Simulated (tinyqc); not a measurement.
Composition and strain of an epitaxial Si(1-x)Ge(x) layer from Raman and X-ray peaks: one step, computed by the program tinyqc.

A (001) layer, biaxially strained in the plane. The Raman peaks follow empirical lines omega = w0 + c1 x + c3 x^3 + b eps (c3 for Si-Ge alone), with eps the in-plane strain.

Problem. Lattice constants and strain. Relaxed lattice constant a(x) = a_Si + (a_Ge - a_Si) x - B x (1 - x). In-plane constant a_par = a_sub + R (a(x) - a_sub); eps = a_par/a(x) - 1; eps_perp = -(2 C12/C11) eps with 2 C12/C11 linear in x; a_perp = a(x) (1 + eps_perp).

Inputs (values chosen for the exercise, modelled on silicon-germanium): Ge fraction x = 0.64; degree of relaxation R = 0; lattice constant of Si = 5.431 angstrom; lattice constant of Ge = 5.658 angstrom; bowing B = 0.027 angstrom; 2 C12/C11 of Si = 0.776; 2 C12/C11 of Ge = 0.749.

Substrate: silicon.

Give: relaxed constant a(x); substrate constant a_sub; a_par; in-plane strain eps; strain along the normal; a_perp.

Solution.

relaxed constant a(x) = 5.570 angstrom

substrate constant a_sub = 5.431 angstrom

a_par = 5.431 angstrom

in-plane strain eps = -24.97 per mille

strain along the normal = 18.94 per mille

a_perp = 5.676 angstrom

The layer is under compression in the plane and is stretched along the normal. Caution: strains above 2 % survive only in layers a few nanometres thick, and the linear relations lose accuracy.
